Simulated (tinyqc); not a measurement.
Sputter depth profiling of a dopant layer: erosion rate, quantification and the mixing-roughness response: one step, computed by the program tinyqc.

A rastered ion beam erodes silicon (49.94 atoms per nm^3). The measured profile is the true one convolved with a depth response.

Problem. Moments. Convolution adds means and variances: the response has mean 0 (shift -w plus exponential mean w) and variance w^2 + sigma^2; a delta layer adds none.

Inputs (values chosen for the exercise, modelled on a dopant in silicon under an oxygen or caesium beam): roughness sigma = 1.6 nm; depth of the layer z0 = 46 nm.

True profile: delta layer.

mixing length w = 1.396209 nm

depth of the maximum = 45.62666 nm

Give: centroid; standard deviation; maximum minus centroid.

Solution.

centroid = 46 nm

standard deviation = 2.124 nm

maximum minus centroid = -0.3733 nm

The centroid stays at the true position while the maximum lies nearer the surface, so depth is read from the centroid.
